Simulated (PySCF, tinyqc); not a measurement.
Inside a calculation. Method: CISD on RHF in the sto-3g basis, for H3+, spin multiplicity 1. The lowest restricted solution is unstable here: a spin-polarised one lies 0.0063 hartree lower (PySCF). One step of it, computed by the program tinyqc.

Task: Iteration 4 (converged): orbitals. Diagonalise F' = X^T F X, C = X C', fill 1 alpha and 1 beta electrons from the bottom; D = 2 C_occ C_occ^T. Each column has its largest component positive (the first on a tie).

converged F (hartree):
```
,1H 1s,2H 1s,3H 1s
1H 1s,-0.659235,-0.507652,-0.507652
2H 1s,-0.507652,-0.486809,-0.173317
3H 1s,-0.507652,-0.173317,-0.486809
```

X:
```
,1H 1s,2H 1s,3H 1s
1H 1s,1.144725,-0.235662,-0.235662
2H 1s,-0.235662,1.070185,0.036513
3H 1s,-0.235662,0.036513,1.070185
```

Give: F' = X^T F X; orbital energies; coefficients C; D after iteration 4.

Result:

F' = X^T F X (hartree):
```
,1,2,3
1,-0.3894,-0.3495,-0.3495
2,-0.3495,-0.3435,-0.0086
3,-0.3495,-0.0086,-0.3435
```

orbital energies (hartree): MO1 -0.8654, MO2 -0.3350, MO3 0.1239

coefficients C:
```
,MO1,MO2,MO3
1H 1s,0.5934,0.0000,1.0341
2H 1s,0.3731,0.7309,-0.7271
3H 1s,0.3731,-0.7309,-0.7271
```

D after iteration 4:
```
,1H 1s,2H 1s,3H 1s
1H 1s,0.7041,0.4427,0.4427
2H 1s,0.4427,0.2784,0.2784
3H 1s,0.4427,0.2784,0.2784
```
